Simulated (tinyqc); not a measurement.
Poole-Frenkel parameters from three currents.

Question. Poole-Frenkel conduction in an insulator follows J = s0 F exp[-(pt - sqrt(q F/(pi eps0 ei)))/Vt], Vt = kB T/q, F in V/cm. Find ei, pt and s0.

Constants: q = 1.602176634e-19 C, kB = 1.380649e-23 J/K, eps0 = 8.8541878128e-14 F/cm where lengths are in cm. Results are converted to the units shown.

J at (0.54 MV/cm, 325 K), (2.17 MV/cm, 325 K) and (2.17 MV/cm, 375 K) (A/cm^2): [0.0052528401, 292.71286, 679.91146]

Solution. The two fields give the lowering coefficient and so ei; the two temperatures give the lowered barrier, to which the lowering is added back.

ei = 4.400
pt = 0.7100 eV
s0 = 0.07500 S/cm

Numbers from tinyqc (`OMP_NUM_THREADS=1 python tinyqc.py 2370163 2370164 out.jsonl`; about 0.01 s on one thread of a shared Intel Xeon 2.30GHz).
